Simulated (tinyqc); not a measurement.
Valence-band offset from core levels (Kraut method), with the dipole against the affinity rule: two steps of the calculation.

Binding energies are counted downwards from the Fermi level. dEv > 0 means that the valence edge of B lies below that of A, dEc > 0 that the conduction edge of B lies above that of A; dEc + dEv = EgB - EgA. The spectra are made-up values treated as data.

Parameters, values chosen for the exercise; gaps and affinities close to those of gallium nitride (A) and zirconium oxide (B): gap of the substrate A EgA = 3.33 eV; gap of the overlayer B EgB = 5.71 eV; core level of bare A cA = 40.71 eV; core level of thick B cB = 76.34 eV; valence-band maximum of thick B vB = 2.97 eV; core level of A under a thin film of B iA = 40.49 eV; core level of B in that thin film iB = 74.39 eV; background counts in the gap bg = 81.

Task 1. Valence-band maximum of bare A. Fit a straight line to the leading edge by least squares; the maximum vA lies where it meets the background.

binding energy, point 0 to 5 (eV): [1.03, 1.15, 1.27, 1.39, 1.51, 1.63]
counts on the leading edge, point 0 to 5: [236, 310, 385, 459, 534, 608]

Wanted: slope; intercept; vA.

Result 1.

slope = 620.5 counts/eV
intercept = -403.2 counts
vA = 0.7804 eV

Task 2. Offsets. dEv = (iB - iA) - (cB - vB) + (cA - vA), dEc = EgB - EgA - dEv.

vA = 0.78042210 eV

Give: cA - vA; cB - vB; iB - iA; dEv; dEc.

Result 2.

cA - vA = 39.930 eV
cB - vB = 73.370 eV
iB - iA = 33.900 eV
dEv = 0.45958 eV
dEc = 1.9204 eV

The alignment is type I (straddling). The valence-band offset is below the 1 eV usually asked of a gate dielectric. A rigid shift of all levels, by charging or doping, cancels in the differences.

tinyqc, about 0.01 s, one thread, Intel Xeon 2.30GHz (shared host): `OMP_NUM_THREADS=1 python tinyqc.py 2410094 2410095 out.jsonl`
